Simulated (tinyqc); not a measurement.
Gap voltage and exponent from three temperatures.

Question. At constant current VBE(T) = Vg0 - a T - eta (kB T/q) ln T, where a is a constant. Find Vg0, eta and dVBE/dT at the middle temperature.

Constants: q = 1.602176634e-19 C, kB = 1.380649e-23 J/K. Results are converted to the units shown.

T (K): 233  253  360
VBE at a constant current (V): 0.8458578994  0.8119537656  0.6240691882

Solution. The relation is linear in Vg0, a and eta, so three points give a linear system; the slope is (VBE - Vg0 - eta kB T/q)/T. eta rests on the curvature of VBE(T) alone, so real fits need accuracy of some tens of microvolts or better.

Vg0 = 1.176 V
eta = 3.100
dVBE/dT = -1.706 mV/K

Computed by the program tinyqc: `OMP_NUM_THREADS=1 python tinyqc.py 2062034 2062035 out.jsonl`, one thread of a shared Intel Xeon 2.30GHz, about 0.02 s for the whole run.
